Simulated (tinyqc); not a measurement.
The scattering mechanism: Boltzmann transport in a parabolic band with a power-law relaxation time.

F_j(eta) = (1/Gamma(j + 1)) integral_0^infinity x^j dx/(1 + exp(x - eta)), which tends to exp(eta) for eta << 0.

tau = tau0 x^r with x = E/kT. With K_j = Gamma(j + 1) F_j(eta): <tau> = tau0 (r + 3/2) K_(r+1/2)/((3/2) K_(1/2)); mu = <tau>/(mc m0/e), m0/e = 5.685630e-12 kg/C; Hall factor rH = (3/2) K_(1/2) (2r + 3/2) K_(2r+1/2)/((r + 3/2) K_(r+1/2))^2; Seebeck S = -(kB/e) [(r + 5/2) K_(r+3/2)/((r + 3/2) K_(r+1/2)) - eta]; Lorenz number L = (kB/e)^2 [(r + 7/2) K_(r+5/2)/((r + 3/2) K_(r+1/2)) - ((r + 5/2) K_(r+3/2)/((r + 3/2) K_(r+1/2)))^2]; kB/e in V/K. Valley anisotropy is left out of rH.

Constants: kB = 8.617333262e-05 eV/K.
eta = 2.37123

Same eta for each exponent.

Results:

| r | mechanism | <tau>/tau0 | rH | S (microvolt/K) | L (1e-8 W ohm/K^2) |
|---|---|---|---|---|---|
| -0.5 | acoustic phonons | 0.545 | 1.068 | -101.4 | 1.906 |
| 0.0 | a constant relaxation time | 1.000 | 1.000 | -133.1 | 2.065 |
| 0.5 | polar optical or piezoelectric scattering | 1.934 | 1.047 | -163.7 | 2.259 |
| 1.5 | ionised impurities | 8.261 | 1.420 | -225.1 | 2.741 |

What does the comparison show?

From r = -1/2 to 3/2 |S| grows by 123.7 microvolt/K, against 2 kB/e = 172.3 in the non-degenerate limit: scattering that favours fast electrons raises the mean energy carried. rH is 1 only for constant tau and reaches 1.420 for r = 3/2; L spans 1.906 to 2.741 against the metallic 2.443.

Computed by tinyqc, a small Python program: `OMP_NUM_THREADS=1 python tinyqc.py 1651030 1651031 out.jsonl` (the numbers bound the seed that draws the inputs); one thread of a shared host (Intel(R) Xeon(R) Processor @ 2.30GHz), about 0.01 s for the whole set of steps.
